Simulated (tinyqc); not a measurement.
Band offset of a heterojunction with an interface dipole (two-band chains, self-consistent charge): one step. Levels and site charges. Two cases, with inputs chosen for the exercise.

Problem. Diagonalise, fill the lower half with two electrons each, and sum the electrons on the left (L) less one a site.

Case 1.

H (eV), rows AL1, CL1, AL2, CL2, AL3, CL3, AR1, CR1, AR2, CR2, AR3, CR3 and columns alike:
```
[[-0.575000, -2.710000, 0, 0, 0, 0, 0, 0, 0, 0, 0, 2.518214],
 [-2.710000, 0.575000, -2.710000, 0, 0, 0, 0, 0, 0, 0, 0, 0],
 [0, -2.710000, -0.575000, -2.710000, 0, 0, 0, 0, 0, 0, 0, 0],
 [0, 0, -2.710000, 0.575000, -2.710000, 0, 0, 0, 0, 0, 0, 0],
 [0, 0, 0, -2.710000, -0.575000, -2.710000, 0, 0, 0, 0, 0, 0],
 [0, 0, 0, 0, -2.710000, 0.575000, -2.518214, 0, 0, 0, 0, 0],
 [0, 0, 0, 0, 0, -2.518214, -0.890000, -2.340000, 0, 0, 0, 0],
 [0, 0, 0, 0, 0, 0, -2.340000, 1.470000, -2.340000, 0, 0, 0],
 [0, 0, 0, 0, 0, 0, 0, -2.340000, -0.890000, -2.340000, 0, 0],
 [0, 0, 0, 0, 0, 0, 0, 0, -2.340000, 1.470000, -2.340000, 0],
 [0, 0, 0, 0, 0, 0, 0, 0, 0, -2.340000, -0.890000, -2.340000],
 [2.518214, 0, 0, 0, 0, 0, 0, 0, 0, 0, -2.340000, 1.470000]]
```

Case 2.

H (eV), rows AL1, CL1, AL2, CL2, AL3, CL3, AR1, CR1, AR2, CR2, AR3, CR3 and columns alike:
```
[[-1.675000, -2.010000, 0, 0, 0, 0, 0, 0, 0, 0, 0, 2.286045],
 [-2.010000, 1.675000, -2.010000, 0, 0, 0, 0, 0, 0, 0, 0, 0],
 [0, -2.010000, -1.675000, -2.010000, 0, 0, 0, 0, 0, 0, 0, 0],
 [0, 0, -2.010000, 1.675000, -2.010000, 0, 0, 0, 0, 0, 0, 0],
 [0, 0, 0, -2.010000, -1.675000, -2.010000, 0, 0, 0, 0, 0, 0],
 [0, 0, 0, 0, -2.010000, 1.675000, -2.286045, 0, 0, 0, 0, 0],
 [0, 0, 0, 0, 0, -2.286045, -3.905000, -2.600000, 0, 0, 0, 0],
 [0, 0, 0, 0, 0, 0, -2.600000, 2.305000, -2.600000, 0, 0, 0],
 [0, 0, 0, 0, 0, 0, 0, -2.600000, -3.905000, -2.600000, 0, 0],
 [0, 0, 0, 0, 0, 0, 0, 0, -2.600000, 2.305000, -2.600000, 0],
 [0, 0, 0, 0, 0, 0, 0, 0, 0, -2.600000, -3.905000, -2.600000],
 [2.286045, 0, 0, 0, 0, 0, 0, 0, 0, 0, -2.600000, 2.305000]]
```

Give: levels; electrons on the sites; q.

Solution.

Case 1.

levels (eV): [-5.1503, -4.6043, -3.5861, -3.4229, -1.5726, -1.2907, 1.4804, 1.9792, 3.7562, 3.9133, 5.0065, 5.2313]

electrons on the sites: AL1 1.2867, CL1 0.7664, AL2 1.2529, CL2 0.7689, AL3 1.2524, CL3 0.7508, AR1 1.3567, CR1 0.5823, AR2 1.4007, CR2 0.5818, AR3 1.4005, CR3 0.5999

q = 0.0781 electrons

Electrons move to the left, the side whose mid-gap lies lower.

Case 2.

levels (eV): [-6.5369, -5.7012, -4.6228, -3.9686, -3.0064, -2.1458, 2.0041, 2.4472, 3.5235, 3.7036, 4.4908, 5.0124]

electrons on the sites: AL1 1.5907, CL1 0.4048, AL2 1.5841, CL2 0.4077, AL3 1.5819, CL3 0.3566, AR1 1.7026, CR1 0.3108, AR2 1.6970, CR2 0.3086, AR3 1.6980, CR3 0.3572

q = -0.0742 electrons

Electrons move to the right, the side whose mid-gap lies lower.

Computed by tinyqc, one run a case: `OMP_NUM_THREADS=1 python tinyqc.py N N+1 out.jsonl` with N = 1450744, 1450791; one thread of a shared Intel(R) Xeon(R) Processor @ 2.30GHz, about 0.4 s a run at most.
